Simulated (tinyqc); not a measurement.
## Polarisation charge from two barrier thicknesses

Problem. Voff = phiB - dEc - q sigma d/(eps0 eb). Find sigma, phiB - dEc and the thickness at which Voff = 0.

Constants: q = 1.602176634e-19 C, eps0 = 8.8541878128e-14 F/cm where lengths are in cm. Results are converted to the units shown.

Voff at d = 15 and 34 nm (V): [-1.8555868, -5.1762634]
eb = 9.2816000

Solution. Voff is a straight line in d: its slope is -q sigma/(eps0 eb) and its intercept phiB - dEc.

sigma = 8.96e12 cm^-2
phiB - dEc = 0.766 V
thickness for Voff = 0 = 4.38 nm

Computed by the program tinyqc: `OMP_NUM_THREADS=1 python tinyqc.py 2180022 2180023 out.jsonl`, one thread of a shared Intel Xeon 2.30GHz, about 0.01 s for the whole run.
